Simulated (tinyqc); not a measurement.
Collinear exchange A + BC -> AB + C on a London-Eyring-Polanyi-Sato surface: saddle, string of images and rate: one step, computed by the program tinyqc.

x = r(AB), y = r(BC), r(AC) = x + y. V is counted from separated atoms, the barrier from A + BC, that is V + D(BC).

Question. One point of the surface. For each pair, with u = exp(-beta (r - r0)): Q = D [(3 + S) u^2 - (2 + 6 S) u]/(4 (1 + S)), J = D [(1 + 3 S) u^2 - (6 + 2 S) u]/(4 (1 + S)); V = Q1 + Q2 + Q3 - sqrt(((J1 - J2)^2 + (J2 - J3)^2 + (J3 - J1)^2)/2). Take x = r0(AB) + 0.3 and y = r0(BC) + 0.1 angstrom.

Inputs (values chosen for the exercise, for a model exchange):
```
quantity          value        unit
D(AB)              3.16          eV
r0(AB)              1.1    angstrom
beta(AB)           1.57  1/angstrom
D(BC)              4.82          eV
r0(BC)            0.918    angstrom
beta(BC)           1.59  1/angstrom
D(AC)              3.04          eV
r0(AC)            0.988    angstrom
beta(AC)           1.83  1/angstrom
Sato parameter S  0.081           -
```

Give: the table «Pair terms» with the columns u, Q (eV), J (eV), for pair = AB, BC, AC; V.

Answer.

Pair terms:
```
pair       u   Q (eV)  J (eV)
AB    0.6244  -0.2566  -2.458
BC    0.8530   0.1351  -4.851
AC    0.0730  -0.1161  -0.312
```

V = -4.171 eV
